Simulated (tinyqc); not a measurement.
Hot electrons in a saturated n-channel MOSFET, lucky-electron model: two steps of the calculation.

Beyond pinch-off the lateral field grows as Esat cosh(y/l) over the velocity-saturated region (pseudo-two-dimensional model). Impact ionisation in this region gives the substrate current, which biases the body forward through Rsub. Currents are per width. Local-field laws: they overstate ionisation when the field peak is narrower than an energy relaxation length.

Values chosen for this exercise; values close to those of silicon n-channel devices:
```
symbol   value        unit                        meaning
L          1.2          um                 channel length
tox         24          nm                oxide thickness
xj         470          nm                 junction depth
mu         360  cm^2/(V s)             effective mobility
vs       9.6e6        cm/s            saturation velocity
lm         7.2          nm    hot-electron mean free path
pb         3.2           V                  oxide barrier
Cg      0.0025              prefactor of the gate current
m          2.7                          lifetime exponent
Hl       12000     s uA/um              lifetime constant
```

Constants: eps0 = 8.8541878128e-14 F/cm where lengths are in cm. Results are converted to the units shown.

Question 1. Length and field scales. Cox = 3.9 eps0/tox, l = sqrt(3 tox xj), Esat = 2 vs/mu.

Find: Cox; l; Esat; Esat L.

Answer 1.

Cox = 0.14388 uF/cm^2
l = 183.96 nm
Esat = 0.053333 MV/cm
Esat L = 6.4000 V

Question 2. Gate current, lifetime and channel shortening. Ig = Cg Id exp(-pb/(lm Em)); lifetime tau = (Hl/Id)(Isub/Id)^(-m); length of the saturated region dL = l ln[(dV/l + Em)/Esat]. 1 year = 3.15576e7 s.

Id = 38.869393 uA/um
dV = 3.1913330 V
Em = 0.18149600 MV/cm
Isub = 0.010235163 uA/um
l = 183.95652 nm
Esat = 0.053333333 MV/cm

Find: Isub/Id; Ig; tau; dL.

Answer 2.

Isub/Id = 2.633e-4
Ig = 2.252e-6 pA/um
tau = 4.520e4 years
dL = 348.7 nm

The lifetime exceeds ten years.

Numbers from tinyqc (`OMP_NUM_THREADS=1 python tinyqc.py 2550107 2550108 out.jsonl`; about 0.01 s on one thread of a shared Intel Xeon 2.30GHz).
